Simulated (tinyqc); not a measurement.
Specific resistance of a metal-semiconductor contact and its transmission-line measurement. Changing the barrier height phi_B. Computed by tinyqc, a small Python program. Command: `OMP_NUM_THREADS=1 python tinyqc.py 3020758 3020759 out.jsonl contact sweep`. One thread of a shared host (Intel(R) Xeon(R) Processor @ 2.30GHz), about 0.01 s of CPU time with the checks.

The barrier is parabolic (depletion approximation), energies E are normal energies counted from the band edge in the neutral semiconductor (downwards for holes), and the bias is zero. xi is an input, held fixed when other inputs move.

Inputs (values chosen for the exercise, modelled on n-type GaAs):
```
quantity,value,unit
tunnelling mass m,0.064,m_0
permittivity eps,12.9,-
Richardson constant A*,8.22,A/(cm^2 K^2)
doping N,2.3e+18,1/cm^3
"Fermi level above the band edge in the bulk, xi",0.072,eV
temperature T,300,K
```

Image-force lowering: left out.

Constants: hbar = 1.054571817e-34 J s; eps_0 = 8.8541878128e-12 F/m; m_0 = 9.1093837015e-31 kg; k_B = 8.617333262e-05 eV/K; e = 1.602176634e-19 C.

Method:
- E_00 = (e hbar/2) sqrt(N/(eps eps_0 m)); band bending E_b = phi_B + xi; depletion width w = sqrt(2 eps eps_0 E_b/(e^2 N)).
- WKB transmission for E < E_b, with a = E/E_b: D = exp{-(E_b/E_00) [sqrt(1 - a) - a ln((1 + sqrt(1 - a))/sqrt(a))]}; D = 1 above.
- At zero bias 1/rho_c = (e A*/k_B^2) int D(E) f(E) dE, f = 1/(1 + exp((E - xi)/k_B T)); 200 Gauss-Legendre points from 0 to E_b, and k_B T ln(1 + exp((xi - E_b)/k_B T)) for the part above the barrier; the share of tunnelling is the part below.

One run for each value:
```
barrier height phi_B (eV),specific contact resistance rho_c (ohm cm^2),share of tunnelling (%),depletion width (nm)
0.10,9.9339e-08,94.121,10.326
0.23,1.6817e-06,99.342,13.683
0.35,3.0023e-05,99.887,16.174
0.47,6.0376e-04,99.978,18.330
0.60,1.6786e-02,99.996,20.410
0.72,3.7646e-01,99.999,22.158
0.85,1.1249e+01,100.000,23.907
0.97,2.6330e+02,100.000,25.416
1.10,8.1173e+03,100.000,26.954
```

What does the table show, and why?

Over the rows, specific contact resistance rho_c (ohm cm^2) rises from 9.93e-8 to 8120 (exponent d ln y / d ln x 3.4 between the first rows and 27 between the last); share of tunnelling (%) rises from 94.1 to 100.0; depletion width (nm) rises from 10.3 to 27.0 (exponent d ln y / d ln x 0.34 between the first rows and 0.47 between the last). Between the last rows rho_c rises one decade per 87.3 meV, against ln(10) k_B T = 60 meV for pure thermionic emission and ln(10) E_00 coth(E_00/k_B T) = 86 meV with tunnelling.
